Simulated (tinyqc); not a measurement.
Octagonal on-chip spiral inductor, lumped pi model: one step of the calculation.

Outer diameter do = di + 2 n wd + 2 (n - 1) sp, mean da = (do + di)/2, fill p = (do - di)/(do + di), length l = 3.314 n da. L = 2.25 mu0 n^2 da/(1 + 3.55 p), mu0 = 4 pi 1e-7 H/m. Rs = rho l/(wd delta (1 - exp(-th/delta))), delta = sqrt(rho/(pi f mu0)). Cs = n wd^2 eps0 eo/hu across the coil. At each end Cox = l wd eps0 eo/(2 ho) leads to the substrate branch Rsi = 2 rs he/(l wd) in parallel with Csi = l wd eps0 11.7/(2 he). With one end grounded Y = 1/(Rs + i w L) + i w Cs + 1/[1/(i w Cox) + 1/(1/Rsi + i w Csi)], w = 2 pi f; Q = -Im Y/Re Y. Eddy currents in neighbouring turns and in the substrate are left out.

Problem. Admittance, quality factor and apparent inductance. Series branch 1/(Rs + i w L), substrate branch, total Y, Q = -Im Y/Re Y, apparent inductance Im(1/Y)/w, metal-only value w L/Rs, share of the loss in the substrate Re(substrate branch)/Re Y.

Values chosen for this exercise:
- f = 1.2 GHz (frequency)

L = 3.5916742 nH
Rs = 3.3830318 ohm
Cs = 9.9166904 fF
Cox = 39.197061 fF
Rsi = 10039.514 ohm
Csi = 10.318626 fF

Give: series branch; substrate branch; Y; Q; apparent inductance; w L/Rs; share of the loss in the substrate.

Solution.

series branch = 4.542-36.359i mS
substrate branch = 0.058270+0.077134i mS
Y = 4.600-36.207i mS
Q = 7.8704
apparent inductance = 3.6048 nH
w L/Rs = 8.0048
share of the loss in the substrate = 1.2666 %

Q is 98.3 % of the metal-only value.

Program tinyqc, `OMP_NUM_THREADS=1 python tinyqc.py 2302060 2302061 out.jsonl`; Intel Xeon 2.30GHz, shared host, one thread, about 0.01 s.
